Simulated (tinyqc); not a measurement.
# Schottky diode by thermionic emission with image-force lowering and series resistance, step by step

Numbers from tinyqc (`OMP_NUM_THREADS=1 python tinyqc.py 2640125 2640126 out.jsonl`; about 0.01 s on one thread of a shared Intel Xeon 2.30GHz). Printed values are rounded.

Metal on an n-type semiconductor with one parabolic valley; V > 0 is forward bias (metal positive). I = I0 [exp(Vj/(n Vt)) - 1] with Vj = V - I Rs; I0 = S A* T^2 exp(-(phi - dphi)/Vt), the lowering dphi taken at zero bias.

Inputs (values chosen for the exercise); band and dielectric values close to those of 4H silicon carbide:
- T = 200 K (temperature)
- me = 0.376 m0 (electron mass)
- eps_r = 9.75 (relative permittivity)
- phi = 1.1 eV (barrier height seen from the metal)
- Nd = 2.4e15 cm^-3 (donor density)
- S = 0.0014 cm^2 (area)
- n = 1.18 (ideality factor)
- Rs = 16 ohm (series resistance)
- V = 0.79 V (applied bias)

Constants: q = 1.602176634e-19 C, kB = 1.380649e-23 J/K, h = 6.62607015e-34 J s, m0 = 9.1093837015e-31 kg, Vt = kB T/q, eps0 = 8.8541878128e-14 F/cm where lengths are in cm. Results are converted to the units shown.

Range of the model: One isotropic valley is assumed; bands with several valleys have a larger Richardson constant and Nc.

## Saturation current

A* = 4 pi q me m0 kB^2/h^3 (times 1e-4 for A/(cm^2 K^2)); Nc = 2 (2 pi me m0 kB T/h^2)^1.5 (times 1e-6 for cm^-3); xi = Vt ln(Nc/Nd), Vbi = phi - xi; surface field Em = sqrt(2 q Nd (Vbi - V - Vt)/(eps0 eps_r)); dphi = sqrt(q Em/(4 pi eps0 eps_r)). Here V = 0 in Em.

A* = 45.1851 A/(cm^2 K^2)
Nc = 3.14932e18 cm^-3
Vbi = 0.976264 V
Em = 29.2291 kV/cm
dphi = 20.7769 meV
I0 = 1.61421e-24 A

The lowering raises I0 by a factor of 3.34.

## Iteration 1: junction voltage

Vj at the start = 0.55 V

Newton step for g(Vj) = Vj + Rs I0 [exp(Vj/(n Vt)) - 1] - V = 0: Vj(new) = Vj - g/g', g' = 1 + Rs I0 exp(Vj/(n Vt))/(n Vt).

Vj after iteration 1 = 0.790000 V

## Iteration 2: junction voltage

As before.

Vj after iteration 2 = 0.789998 V

## Course of the iteration

Stop when Vj changes by less than 1e-10 V, or after 50 iterations.

Course of the iteration:
```
iteration    Vj (V)  change (V)
1          0.790000       0.240
2          0.789998     1.92e-6
3          0.789998     < 1e-13
```

Converged in 3 iterations.

## Current and small-signal resistance

converged Vj = 0.789998 V

I = I0 [exp(Vj/(n Vt)) - 1], dV/dI = Rs + n Vt/(I + I0).

I = 1.19774e-4 mA
drop over Rs = 1.91638e-6 V
dV/dI = 1.69810e5 ohm
